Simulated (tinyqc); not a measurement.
Central-cell correction: shallow acceptor in the spherical four-band model.

The ground state 1S3/2 has an L = 0 part f(r) and an L = 2 part g(r). In units of Ry* and a*, with Gaussians f_i = exp(-a_i r^2), g_i = r^2 exp(-a_i r^2), A = a_i + a_j and I(n) = Gamma((n + 1)/2)/(2 A^((n + 1)/2)): S_ff = I(2), S_gg = I(6), H_ff = (6 a_i a_j/A) I(2) - 2 I(1), H_gg = (14 a_i a_j/A) I(6) - 2 I(5), H_fg = -mu [15 I(2) - 20 a_j I(4) + 4 a_j^2 I(6)]; each function is then normalised. The split-off band is left out.

Converged values use 22 exponents 2.2^i, i = -7 to 14, for f and for g.

Inputs chosen for the exercise (out of a larger set: near those of a shallow acceptor in Ge; not measured data): rc = 2 angstrom (radius of the central cell); Vs = (2, 0, -0.5, -1.5, -2.5, -3.5) eV (central-cell strengths).

mu = 0.77793
Ry* = 4.5103 meV
a* = 105.715 angstrom

A short-range term V exp(-r^2/rc^2) is added (negative: attracts the hole); its elements are V S (A/(A + 1/rc^2))^(3/2) for f and ^(7/2) for g, in the same units.

Results:
```
V (eV)  1S binding (meV)  2S binding (meV)  <r> (angstrom)  L = 2 weight
2.0                 10.4              3.14            76.1         0.279
0.0                 10.7              3.18            74.1         0.281
-0.5                10.8              3.19            73.5         0.281
-1.5                11.0              3.22            72.1         0.282
-2.5                11.2              3.25            70.4         0.283
-3.5                11.6              3.30            68.4         0.284
```

What does the comparison show, and why?

From V = 0 to -3.5 eV the 1S binding grows by 0.9 meV (9 %) and the 2S binding by 0.12 meV, so the chemical shift sits mainly in the ground state. A repulsion of 2 eV removes 0.3 meV. The slope is 0.35 meV per eV over the last step against 0.15 on the repulsive side, since attraction pulls the state into the cell; over this range the level stays shallow.

tinyqc: `OMP_NUM_THREADS=1 python tinyqc.py 1250744 1250745 out.jsonl`; about 0.04 s, one thread, shared Intel(R) Xeon(R) Processor @ 2.30GHz.
